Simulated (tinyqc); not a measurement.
Jacobi rotations on a symmetric matrix, step by step. Computed by tinyqc, a small Python program that keeps every step. Settings: method = jacobi. Command: `OMP_NUM_THREADS=1 python tinyqc.py 27898 27899 out.jsonl` (the two numbers bound the seeds that draw the settings). One thread of a shared host (Intel(R) Xeon(R) Processor @ 2.60GHz), about 0.01 s of CPU time with the checks.

## Jacobi rotation 1

A:
$$\begin{pmatrix}
0.156000 & 0.218000 & 0.047000 & -0.012000 & -0.246000 \\
0.218000 & 0.316000 & -0.076000 & -0.089000 & -0.032000 \\
0.047000 & -0.076000 & 0.483000 & -0.074000 & 0.128000 \\
-0.012000 & -0.089000 & -0.074000 & 1.073000 & 0.178000 \\
-0.246000 & -0.032000 & 0.128000 & 0.178000 & 2.381000
\end{pmatrix}$$

Take the largest off-diagonal element A_pq; tan 2 theta = 2 A_pq / (A_qq - A_pp) with |theta| <= pi/4; A' = J^T A J with J_pp = J_qq = cos, J_pq = sin, J_qp = -sin.

p, q, theta (rad): [1.000000, 5.000000, -0.108811]

A':
$$\begin{pmatrix}
0.129126 & 0.213236 & 0.060622 & 0.007401 & 0.000000 \\
0.213236 & 0.316000 & -0.076000 & -0.089000 & -0.055485 \\
0.060622 & -0.076000 & 0.483000 & -0.074000 & 0.122139 \\
0.007401 & -0.089000 & -0.074000 & 1.073000 & 0.178250 \\
0.000000 & -0.055485 & 0.122139 & 0.178250 & 2.407874
\end{pmatrix}$$

## Jacobi rotation 2

As before.

p, q, theta (rad): [1.000000, 2.000000, 0.578905]

A':
$$\begin{pmatrix}
-0.010245 & 0.000000 & 0.092325 & 0.054888 & 0.030356 \\
0.000000 & 0.455372 & -0.030450 & -0.070449 & -0.046444 \\
0.092325 & -0.030450 & 0.483000 & -0.074000 & 0.122139 \\
0.054888 & -0.070449 & -0.074000 & 1.073000 & 0.178250 \\
0.030356 & -0.046444 & 0.122139 & 0.178250 & 2.407874
\end{pmatrix}$$

## Jacobi rotation 3

As before.

p, q, theta (rad): [4.000000, 5.000000, 0.130488]

A':
$$\begin{pmatrix}
-0.010245 & 0.000000 & 0.092325 & 0.050471 & 0.037240 \\
0.000000 & 0.455372 & -0.030450 & -0.063807 & -0.055216 \\
0.092325 & -0.030450 & 0.483000 & -0.089263 & 0.111472 \\
0.050471 & -0.063807 & -0.089263 & 1.049608 & 0.000000 \\
0.037240 & -0.055216 & 0.111472 & 0.000000 & 2.431266
\end{pmatrix}$$

## All rotations

The off-diagonal norm falls at every rotation.

Rotations:
```
step    p    q      theta  off-diagonal norm
1       1    5  -0.108811           4.86e-01
2       1    2   0.578905           3.81e-01
3       4    5   0.130488           2.86e-01
4       3    5   0.056968           2.39e-01
5       1    3   0.177155           2.02e-01
6       3    4  -0.137954           1.68e-01
7       1    4   0.059307           1.41e-01
8       2    4  -0.095884           1.14e-01
9       2    5  -0.028612           8.02e-02
10      1    5   0.016922           5.42e-02
11      2    3  -0.560288           2.23e-02
...   ...  ...        ...                ...
18      4    5   0.001376           1.25e-03
19      1    4  -0.000793           1.71e-04
20      1    5  -0.000046           6.18e-05
21      2    3   0.000537           1.95e-05
22      3    5  -0.000006           1.10e-05
23      2    5  -3.05e-06           6.82e-06
24      3    4  -0.000007           4.10e-06
25      1    2   0.000006           1.27e-07
26      4    5   6.53e-08           1.20e-08
27      2    4   1.28e-08           2.86e-09
28      1    3  -3.78e-09           5.26e-11
```

eigenvalues: [-0.031288, 0.426481, 0.503704, 1.070108, 2.439995]
